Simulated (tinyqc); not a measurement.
Deep-level transient spectroscopy: two steps of the calculation.

Schottky contact on an n-type layer with shallow donors Nd (all ionised) and a donor-like deep trap, neutral when filled and positive when empty; depletion approximation. Traps within lam of the depletion edge stay filled. A long pulse to Vp fills the traps beyond x1 = Wp - lam; back at Vr those between x1 and x2 = Wr - lam emit. A rate window reads S = C(t2) - C(t1).

Parameters, values chosen for the exercise; material values close to those of 4H silicon carbide:
- eps_r = 9.65 (relative permittivity)
- Nc = 1.68e19 cm^-3 (conduction-band density of states at 300 K)
- vth = 2e7 cm/s (thermal velocity at 300 K)
- Nd = 5.4e14 cm^-3 (shallow donor density)
- Vbi = 1.12 V (built-in voltage)
- Et = 0.36 eV (depth of the trap below the conduction edge)
- sn = 5.2e-14 cm^2 (capture cross-section)
- Nt = 1.8e13 cm^-3 (trap density)
- Vr = 6.8 V (reverse bias)
- Vp = 0 V (reverse bias during the filling pulse)
- t1 = 10 ms (first sampling time)
- t2 = 50 ms (second sampling time)
- T = 162 K (temperature of the transient)

Constants: q = 1.602176634e-19 C, kB = 1.380649e-23 J/K, eps0 = 8.8541878128e-14 F/cm where lengths are in cm. Results are converted to the units shown.

Question 1. Emission rate and rate window. Emission rate en = sn vth(T) Nc(T) exp(-Et/kB T) = sn g T^2 exp(-Et/kB T), g = vth Nc/(300 K)^2, as vth goes as T^0.5 and Nc as T^1.5 (degeneracy factor 1). For an exponential transient S peaks where en = ew = ln(t2/t1)/(t2 - t1).

Find: g; en; 1/en; ew.

Answer 1.

g = 3.7333e21 cm^-2 s^-1 K^-2
en = 32.183 1/s
1/en = 31.073 ms
ew = 40.236 1/s

Question 2. Widths. lam = sqrt(2 eps0 eps_r (EF - ET)/(q Nd)), EF - ET = Et - (kB T/q) ln(Nc(T)/Nd), Nc(T) = Nc (T/300 K)^1.5. In the steady state at the band bending V, 2 eps0 eps_r V/q = Nd W^2 + Nt (W - lam)^2 (the second term only if W > lam). V = Vbi + Vr gives Wr and V = Vbi + Vp gives Wp; x1 = max(Wp - lam, 0).

Find: lam; Wr; Wp; x1; x2; G = (x2^2 - x1^2)/Wr^2.

Answer 2.

lam = 671.8 nm
Wr = 3911 nm
Wp = 1480 nm
x1 = 808.2 nm
x2 = 3239 nm
G = (x2^2 - x1^2)/Wr^2 = 0.6432

Program tinyqc, `OMP_NUM_THREADS=1 python tinyqc.py 2050009 2050010 out.jsonl`; Intel Xeon 2.30GHz, shared host, one thread, about 0.01 s.
